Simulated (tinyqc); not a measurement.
Chemical vapour deposition: Grove model, boundary layer, depletion and step coverage: one step, computed by the program tinyqc. Command: `OMP_NUM_THREADS=1 python tinyqc.py 3014802 3014803 out.jsonl cvd walk`. One thread of a shared host (Intel(R) Xeon(R) Processor @ 2.30GHz), about 0.04 s of CPU time with the checks.

A precursor diffuses to the surface and reacts there at first order; each molecule that reacts adds one formula unit of film.

Question. Growth rate at the inlet. Fluxes in series: C_s = C_g/(1 + k_s/h_g); growth rate G = k_s h_g/(k_s + h_g) C_g/N; 1 cm/s = 6e8 nm/min.

Inputs (values chosen for the exercise, close to those used for tungsten from its fluoride): temperature T = 420 C; film density N = 6.3e+22 formula units/cm^3.

Reactor: horizontal, atmospheric.

surface rate constant k_s = 10.24223 cm/s

mass-transfer coefficient h_g = 1.233518 cm/s

precursor density C_g = 1.905800e+16 1/cm^3

Give: ratio k_s/h_g; C_s/C_g; growth rate G at the inlet.

Answer.

ratio k_s/h_g = 8.303

C_s/C_g = 0.1075

growth rate G at the inlet = 199.8 nm/min

Gas transport limits the rate, so the flow pattern sets uniformity.
